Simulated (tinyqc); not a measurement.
Admittance spectroscopy and thermally stimulated current of one trap level in a depletion layer: one step, computed by the program tinyqc. Command: `OMP_NUM_THREADS=1 python tinyqc.py 3112418 3112419 out.jsonl admit walk`. One thread of a shared host (Intel(R) Xeon(R) Processor @ 2.30GHz), about 0.01 s of CPU time with the checks.

A Schottky junction on n-type material holds one donor-like electron trap; shallow donors are fully ionised and abrupt depletion edges are assumed.

Task: Temperature of the peak. N_c = 2 (2 pi m k_B T/h^2)^(3/2), v_th = sqrt(3 k_B T/m), emission rate e_n = sigma v_th N_c exp(-E_t/(k_B T)). Where the level crosses the Fermi level capture equals emission, so the trap follows the signal with the rate 2 e_n; G/omega peaks at omega = 2 e_n (the correction for large N_t/N is left out). Solve 2 e_n(T_p) = 2 pi f.

Inputs (values chosen for the exercise, modelled on n-type beta-Ga2O3):
```
quantity                         value    unit
density-of-states mass m         0.271     m_0
shallow doping N               1.4e+15  1/cm^3
trap depth E_t below the band    0.343      eV
capture cross section sigma    9.7e-16    cm^2
test frequency f                   200      Hz
```

Constants: k_B = 1.380649e-23 J/K; m_0 = 9.1093837015e-31 kg; h = 6.62607015e-34 J s; k_B = 8.617333262e-05 eV/K.

Give: peak temperature T_p; N_c at T_p; e_n at T_p; E_c - E_F = k_B T_p ln(N_c/N).

Result:

peak temperature T_p = 220.97 K

N_c at T_p = 2.2379e+18 1/cm^3

e_n at T_p = 628.32 1/s

E_c - E_F = k_B T_p ln(N_c/N) = 0.14047 eV
